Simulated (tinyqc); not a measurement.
Inside a calculation: Landau levels of bilayer graphene. Values are carried at full precision from step to step, so a last printed digit may differ when a step is redone from the rounded ones.

In a field B along z: l = 1/sqrt((e/hbar) B) is the magnetic length, n_B = B/(h/e) the number of states per area in one level, hbar wc = 2 muB B/m for mass m in m0; 1/angstrom^2 = 1e16/cm^2.

Constants: e/hbar = 1.519267448e-05 1/(T angstrom^2); h/e = 413566.7697 T angstrom^2; muB = 5.788381798e-05 eV/T; e^2/h = 3.874045865e-05 S.

Parameters, chosen for this exercise (near those of bilayer graphene; shifted at random, so the results belong to these values and not to a real crystal): B = 10.6 T (magnetic field); n = 6.5 x 1e11/cm^2 (electron sheet density); hv = 6.75 eV angstrom (hbar v); g1 = 0.418 eV (interlayer hopping).

## Scales set by the field

Give l, n_B and the filling factor nu = n/n_B.

l = 78.80 angstrom
n_B = 2.5631 x 1e11/cm^2
nu = 2.536

## The lowest levels

Four-band model without bias: with w = sqrt(2) hv/l, E_N^2 = [g1^2 + (2N - 1) w^2 - sqrt(g1^4 + 2 (2N - 1) g1^2 w^2 + w^4)]/2 for N >= 2, and E = 0 for N = 0, 1. The two-band limit is hbar wc sqrt(N (N - 1)) with hbar wc = w^2/g1. Each level is fourfold; of the eight zero-energy states half belong to the electrons.

List the eight lowest, in meV, with the gap to the next.

Levels:
```
label  E (meV)  gap above (meV)
0,1      0.000           44.576
2       44.576           28.378
3       72.954           25.280
4       98.234           23.206
5      121.440           21.618
6      143.058           20.333
7      163.391           19.261
8      182.652           18.346
```

The largest of these gaps, 44.58 meV, first occurs above level 0,1 and is kB T at 517 K.

## Where EF lies

The zero level takes 4 n_B electrons and each higher level 4 n_B. At zero temperature and without broadening EF sits in the partly filled level.

Fill the listed levels in order up to nu; give the partly filled level, its energy and its filled share.

level: 0,1

EF = 0.000 meV
filled share = 0.634

## Fields of the Hall plateaus

A plateau is centred where nu = n/n_B equals 4, 8, 12, 16, 20, 24; there rho_xy = h/(nu e^2).

Plateaus:
```
nu  B (T)  1/B (1/T)  rho_xy (kohm)
4   6.720     0.1488         6.4532
8   3.360     0.2976         3.2266
12  2.240     0.4464         2.1511
16  1.680     0.5952         1.6133
20  1.344     0.7440         1.2906
24  1.120     0.8928         1.0755
```

## Checks

- Level 2 from the four-band matrix in 40 oscillator states against the formula, meV: both 44.576.

tinyqc: `OMP_NUM_THREADS=1 python tinyqc.py 1251571 1251572 out.jsonl`; about 0.01 s, one thread, shared Intel(R) Xeon(R) Processor @ 2.30GHz.
